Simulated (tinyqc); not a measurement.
Inside a calculation. Model: minority-electron transport through the base of a bipolar transistor (Moll-Ross and Kroemer integrals). Computed by tinyqc, a small Python program that keeps every step. Command: `OMP_NUM_THREADS=1 python tinyqc.py 3018136 3018137 out.jsonl base walk`. One thread of a shared host (Intel(R) Xeon(R) Processor @ 2.30GHz), about 0.01 s of CPU time with the checks. Intermediate numbers are printed to about 7 digits and carried at full precision; extremes and crossings named in words are read from the listed rows.

Low injection, one dimension, x from the emitter edge (0) to the collector edge (W), s = x/W. Recombination is treated as a small correction (valid for tau_B well below tau_n), computed from the stored charge.

Inputs (values chosen for the exercise, modelled on silicon):
```
quantity                                     value        unit
intrinsic density n_i at the emitter edge    1e+10      1/cm^3
base doping at the emitter edge N_0        8.7e+17      1/cm^3
base width W                                   180          nm
mu_min                                         240  cm^2/(V s)
mu_max                                        1380  cm^2/(V s)
N_ref                                      2.4e+17      1/cm^3
saturation velocity v_s                       0.75    1e7 cm/s
electron lifetime tau_n                         26          ns
emitter Gummel number G_E                  1.4e+14      s/cm^4
base-emitter voltage V_BE                     0.72           V
temperature T                                  300           K
gap narrowing across the base dE_g              29         meV
```

Base doping profile: uniform. Gap grading: linear. Exit of the base: saturation velocity.

Constants: k_B = 8.617333262e-05 eV/K; e = 1.602176634e-19 C.

## Profile and built-in field

N(x) = N_0; n_i(x)^2 = n_i^2 exp(s dE_g/k_B T); D(x) = (k_B T/e) mu, mu = mu_min + (mu_max - mu_min)/(1 + (N/N_ref)^0.7). Field that drives electrons towards the collector, averaged over the base: (k_B T/e) ln[N_0 n_i(W)^2/(N(W) n_i^2)]/W.

Across the base:
```
s    N (1/cm^3)  n_i(x)^2/n_i^2  D (cm^2/s)    y (s/cm^5)
0.0    8.70e+17        1.000000    14.71410  5.912697e+16
0.2    8.70e+17        1.251514    14.71410  4.724435e+16
0.4    8.70e+17        1.566287    14.71410  3.774976e+16
0.6    8.70e+17        1.960230    14.71410  3.016327e+16
0.8    8.70e+17        2.453256    14.71410  2.410143e+16
1.0    8.70e+17        3.070284    14.71410  1.925782e+16
```

drift factor eta (potential drop in k_B T/e) = 1.121770

mean built-in field = 1.611111 kV/cm

## Collector current and transit time

With y(x) = N n_i^2/(D n_i(x)^2): base Gummel number G_B = int_0^W y dx + N(W) n_i^2/(v_s n_i(W)^2); J_C = e n_i^2 exp(e V_BE/k_B T)/G_B; n(x) = (J_C/e)(n_i(x)^2/(N n_i^2)) [int_x^W y dx + the same exit term]; transit time tau_B = (e/J_C) int n dx; trapezoid rule on 401 even points.

base Gummel number G_B = 6.775251e+11 s/cm^4

collector current density J_C = 29.46135 A/cm^2

base transit time tau_B = 9.272796 ps

share of the exit term in G_B = 5.576402 %

mean velocity W/tau_B = 0.1941162 1e7 cm/s

Plain diffusion with the D of the emitter edge would take W^2/(2D) = 11.0 ps, 1.19 times the result.

## Gain and speed

Emitter-limited gain beta_E = G_E/G_B; recombination-limited gain beta_R = tau_n/tau_B; 1/beta = 1/beta_E + 1/beta_R; f_T from the base alone = 1/(2 pi tau_B).

beta_E = 206.6344

beta_R = 2803.901

current gain beta = 192.4516

f_T from the base alone = 17.16364 GHz

The gain is limited mainly by hole injection into the emitter (93 % of the base current).

## What grading buys

The formulas are those given above.

The same base with other gradings:
```
dE_g (meV)  dE_g/k_B T  G_B (s/cm^4)  J_C gain  tau_B (ps)  speed gain
0              0.00000  1.180285e+12   1.00000    13.40985    1.000000
25             0.96704  7.262228e+11   1.62524     9.71456    1.380386
50             1.93409  4.875014e+11   2.42109     7.41099    1.809455
75             2.90113  3.530665e+11   3.34296     5.89941    2.273084
100            3.86817  2.718157e+11   4.34223     4.85916    2.759705
150            5.80226  1.832256e+11   6.44171     3.55537    3.771715
200            7.73635  1.375644e+11   8.57988     2.78868    4.808668
300           11.60452  9.171967e+10  12.86840     1.94094    6.908959
```

At 100 meV J_C rises by a factor 4.34 and the transit is 2.76 times faster; at 300 meV the factors are 12.87 and 6.91. For a uniform base without exit term both tend to be linear in dE_g/k_B T, J_C as x/(1 - exp(-x)) and the speed as x/2. From 300 meV on the mean velocity W/tau_B exceeds v_s, so those speed gains are overstated.

Checks made by the program: transit time against W^2/(D eta) [1 - (1 - exp(-eta))/eta] plus the exit term (relative difference 2e-07).
